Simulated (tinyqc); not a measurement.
# Worked calculation: trench capacitor in an array: capacitance, non-linearity, leakage and relaxation

Numbers from tinyqc (`OMP_NUM_THREADS=1 python tinyqc.py 2102091 2102092 out.jsonl`; about 0.01 s on one thread of a shared Intel Xeon 2.30GHz). Printed values are rounded.

A film between two metal electrodes, each interface adding a series capacitance ci. The small-signal permittivity is ek (1 + aq E^2); the field is found with the linear permittivity. Leakage J = J0 sinh(E/Ef). After a voltage step the film passes a relaxation current kr C V tt^(-nr), tt being the time in seconds. The sidewall is a coaxial capacitor with radii a = dm/2 - t and b = dm/2, depth AR dm; the end face is left out.

Inputs (values chosen for the exercise); permittivity of the order of that of silicon nitride: relative permittivity of the film ek = 7.85; film thickness t = 15 nm; capacitance of each electrode interface (dead layer and screening) ci = 180 uF/cm^2; quadratic field coefficient of the permittivity aq = 0.0023 cm^2/MV^2; bias V = 2.1 V; leakage prefactor J0 = 2.7e-10 A/cm^2; field for an e-fold rise of the leakage Ef = 0.26 MV/cm; diameter of the hole dm = 73 nm; aspect ratio, depth over diameter AR = 30; pitch of the square array pt = 100 nm; resistivity of the inner electrode rho = 780 uohm cm.

Constants: eps0 = 8.8541878128e-14 F/cm where lengths are in cm. Results are converted to the units shown.

## Planar capacitance, field and non-linearity

Planar film: Cf = eps0 ek/t, 1/C = 1/Cf + 2/ci, EOT = 3.9 eps0/C, effective permittivity C t/eps0, E = (V/t) C/Cf; quadratic coefficient [C(V)/C - 1]/V^2 with Cf (1 + aq E^2) in C(V).

Cf = 0.463369 uF/cm^2
C = 0.460996 uF/cm^2
EOT = 7.49060 nm
effective permittivity = 7.80979
E = 1.39283 MV/cm
quadratic coefficient = 1006.57 ppm/V^2
J = 2.86322e-8 A/cm^2

The interfaces take 0.512 % of the voltage.

## Cell capacitance, fields and time constant

Per length 1/c = ln(b/a)/(2 pi eps0 ek) + (1/a + 1/b)/(2 pi ci); cell capacitance c AR dm; per footprint over pt^2; fields c V/(2 pi eps0 ek r) at r = a and b; resistance of the inner electrode rho AR dm/(pi a^2); time constant R C/3 of the distributed line.

a = 21.5 nm
b = 36.5 nm
cell capacitance = 1.79737 fF
capacitance per footprint = 17.9737 uF/cm^2
field at a = 1.83559 MV/cm
field at b = 1.08124 MV/cm
R = 11.7628 kohm
R C/3 = 7.04740 ps

The array gives 39.0 times the planar capacitance per footprint; curvature makes the field at the inner electrode 1.32 times the planar value.
